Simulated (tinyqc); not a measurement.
Ion implantation: universal nuclear stopping, Lindhard-Scharff electronic stopping and a Gaussian range profile: one step, computed by the program tinyqc.

An ion slows by elastic collisions with screened nuclei and by friction with electrons; channelling is ignored and the target is uniform.

Task: Range and straggle. Reduced energy eps = 32.53 M2 E/(Z1 Z2 (M1 + M2)(Z1^0.23 + Z2^0.23)), E in keV; s_n = ln(1 + 1.1383 eps)/(2 (eps + 0.01321 eps^0.21226 + 0.19593 eps^0.5)) for eps up to 30 and ln(eps)/(2 eps) above; S_n = 8.462 Z1 Z2 M1 s_n/((M1 + M2)(Z1^0.23 + Z2^0.23)) in 1e-15 eV cm^2. S_e = k 3.83 Z1^(7/6) Z2/(Z1^(2/3) + Z2^(2/3))^(3/2) sqrt(E/M1) in 1e-15 eV cm^2, E in keV. Path length R = int_0^E dE'/(N (S_n + S_e)); energy lost to nuclei nu = int_0^E S_n/(S_n + S_e) dE' (both with E' = E y^3 and 64 Gauss-Legendre points in y). Estimates of Lindhard type: R_p = R/(1 + M2/(3 M1)), straggle dR_p = (2/3) R_p sqrt(M1 M2)/(M1 + M2).

Inputs (values chosen for the exercise, modelled on arsenic ions in diamond):
```
quantity                               value    unit
ion atomic number Z1                      33       -
ion mass M1                               75       u
target atomic number Z2                    6       -
target mass M2                         12.01       u
target density N                       176.3  1/nm^3
ion energy E                             140     keV
scale factor of electronic stopping k    1.4       -
```

Give: path length R; projected range R_p; straggle dR_p; energy lost to nuclei nu.

Result:

path length R = 51.74 nm

projected range R_p = 49.12 nm

straggle dR_p = 11.29 nm

energy lost to nuclei nu = 111.1 keV

79 % of the energy goes to nuclei over the whole path.
